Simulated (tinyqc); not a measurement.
From results to parameters: Luttinger model of the valence bands. Computed by the program tinyqc.

Problem. In the four-band Luttinger model 1/m = g1 -/+ 2 g2 along [100] and g1 -/+ 2 g3 along [111]. Find g1, g2, g3 and the light hole mass along [111].

heavy and light hole masses along [100] (electron masses): 0.080257  0.051387
heavy hole mass along [111] = 0.277778 electron masses

Solution. The mean of the two inverse masses along [100] is g1 and a quarter of their difference is g2; g3 = (g1 - 1/m_hh[111])/2.

g1, g2, g3: 15.9600  1.7500  6.1800
light hole mass along [111] = 0.0353 electron masses
